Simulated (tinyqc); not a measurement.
Hall effect and magnetoresistance of several carrier groups with constant relaxation times: one step, computed by the program tinyqc.

Group 1 has charge +e and group 2 charge +e; s_i is that sign. B lies along z; mu B is formed with mu in m^2/(V s).

Task: Limits of weak and strong field. Weak field: R_H(0) = sum s_i n_i mu_i^2/(e (sum n_i mu_i)^2); MR = c B^2 with c = n1 n2 mu1 mu2 (s1 mu1 - s2 mu2)^2/(n1 mu1 + n2 mu2)^2. Strong field: R_H = 1/(e sum s_i n_i); rho_xx saturates at (n1/mu1 + n2/mu2)/(e (sum s_i n_i)^2).

Inputs (values chosen for the exercise, for a model conductor):

| quantity | value | unit |
|---|---|---|
| density n1 | 3.8e+16 | 1/cm^3 |
| mobility mu1 | 73000 | cm^2/(V s) |
| density n2 | 1.4e+18 | 1/cm^3 |
| mobility mu2 | 3000 | cm^2/(V s) |

Carriers: light and heavy holes. Densities: per volume.

Constants: e = 1.602176634e-19 C.

Give: R_H at weak field; coefficient c; R_H at strong field; saturation MR.

Result:

R_H at weak field = 27.60 cm^3/C

coefficient c = 11.74 1/T^2

R_H at strong field = 4.340 cm^3/C

saturation MR = 57.56 %

R_H keeps its sign, and its size changes by a factor 0.157 from weak to strong field.
